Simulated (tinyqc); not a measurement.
Free-carrier optics of a doped semiconductor (Drude model with one polar phonon): sweeps and comparisons. A value that a table varies takes the place of the one given here.

eps(E) = ei [1 - Ep^2/(E^2 + i E Gam)] + (es - ei) wT^2/(wT^2 - E^2 - i E gT), with Ep^2 = 8 pi c (e^2/(4 pi eps0)) N/(m ei), c = hbar^2/2m0, N in 1/angstrom^3 (1e-24 per 1/cm^3); Gam = hbar/tau, tau = mu m m0/e with m0/e = 5.685630e-12 kg/C and mu in m^2/(V s). Energies in meV.

n + i k = sqrt(eps1 + i eps2) with k >= 0; R = ((n - 1)^2 + k^2)/((n + 1)^2 + k^2) at normal incidence from vacuum; alpha = 2 E k/(hbar c), times 1e8 for 1/cm; loss function Im(-1/eps) = eps2/(eps1^2 + eps2^2).

Constants: hbar^2/2m0 = 3.80998211 eV angstrom^2; e^2/(4 pi eps0) = 14.39964547 eV angstrom; hbar = 6.58211957e-16 eV s; hbar c = 1973.269805 eV angstrom.

Inputs chosen for the exercise (mass and dielectric values near those of InAs; N and mu are free inputs; interband absorption and the rise of the mass with filling are left out; shifted at random, so the results belong to these values and not to a real crystal): m = 0.029 m0 (conductivity mass); ei = 12.64 (high-frequency dielectric constant); wT = 27.5 meV (TO phonon); es = 15.62 (static dielectric constant); N = 2.2e+17 1/cm^3 (carrier density); mu = 6000 cm^2/(V s) (mobility); gT = 0.6 meV (phonon damping); E = 30.2 meV (photon energy).

## The coupled modes against doping

L-, L+ solve E^4 - (wL^2 + Ep^2) E^2 + Ep^2 wT^2 = 0, wL = wT sqrt(es/ei); damping left out; energies in meV.

Modes:
```
N (1/cm^3)      Ep     L-      L+  Ep sqrt(ei/es)
7.0e+15       5.13   4.60   30.65            4.62
2.0e+16       8.67   7.74   30.82            7.80
7.0e+16      16.23  14.12   31.60           14.60
1.0e+17      19.39  16.57   32.19           17.45
2.0e+17      27.43  21.59   34.94           24.67
5.0e+17      43.37  25.69   46.43           39.01
1.0e+18      61.33  26.73   63.10           55.17
2.0e+18      86.74  27.15   87.87           78.02
7.0e+18     162.27  27.40  162.83          145.97
```

wL = 30.57 meV

What can be read from the table?

At low density L- follows Ep sqrt(ei/es) (4.60 against 4.62), a plasmon screened by the lattice, and L+ starts at wL. At the highest density L- has come within 0.10 meV of wT, since the carriers screen the field that lifts wL, and L+ is within 0.56 meV of Ep. The branches are closest, 13.35 meV, at 2e+17 1/cm^3 of those listed. The mass is held fixed, while in a real band it rises with filling.

## Reflectance across the plasma edge

Spectrum:
```
E (meV)     eps1    eps2      R  alpha (1/cm)
2.9      -182.92  455.58  0.904      5.40e+03
8.6       -72.53   68.47  0.864      8.09e+03
14.4      -24.83   19.27  0.798      7.74e+03
20.1       -4.30    7.94  0.531      5.26e+03
24.5       10.73    5.76  0.321      2.11e+03
28.8      -28.50    9.65  0.891      1.58e+04
31.6       -6.63    2.84  0.768      8.43e+03
36.0        0.67    1.61  0.111      2.68e+03
43.2        5.14    0.89  0.155           857
57.5        8.63    0.37  0.243           370
86.3       10.91    0.11  0.286           146
143.8      12.02    0.02  0.305          50.1
```

What can be read from the table?

Ep = 28.8 meV and Gam = 6.7 meV. R is 0.904 at the lowest energy and lowest, 0.111, at 36.0 meV of those listed; without damping and phonon it would vanish at Ep sqrt(ei/(ei - 1)) = 30.0 meV. At the highest energy R is 0.305, against 0.315 for ei alone. Between the last two rows alpha goes as E^-2.09, where the Drude limit far above Ep and Gam is E^-2. The phonon adds its own band of high reflectance between wT = 27.5 meV and about wL = 30.6 meV, which the rows may miss.

## What moves the optical constants

At the energy E. Each row changes one parameter from the base and keeps the others.

Results:
```
case                  Ep (meV)  Gam (meV)       R  alpha (1/cm)
base                     28.77       6.65  0.8523      1.10e+04
N = 3.3e+17 1/cm^3       35.23       6.65  0.8831      1.31e+04
m = 0.0348 m0            26.26       5.54  0.8497      1.02e+04
mu = 3600 cm^2/(V s)     28.77      11.09  0.8018      1.07e+04
ei = 13.27               28.08       6.65  0.7948      9.33e+03
E = 36.2 meV             28.77       6.65  0.0965      2.51e+03
```

What can be read from the table?

The largest shifts from the base row, up to three for each result and ties (the steps differ in size, so this ranks the rows, not the parameters). Ep (meV): N +6.47, m -2.51, ei -0.69; unchanged at the printed digits by mu and E. Gam (meV): mu +4.44, m -1.11; unchanged at the printed digits by N, ei and E. R: E -0.7558, ei -0.0575, mu -0.0505. alpha (1/cm): E -8.48e+03, N +2.15e+03, ei -1.66e+03.

Run: tinyqc, `OMP_NUM_THREADS=1 python tinyqc.py 1682004 1682005 out.jsonl`; Intel(R) Xeon(R) Processor @ 2.30GHz, one thread, shared host; about 0.01 s of CPU time with all checks.
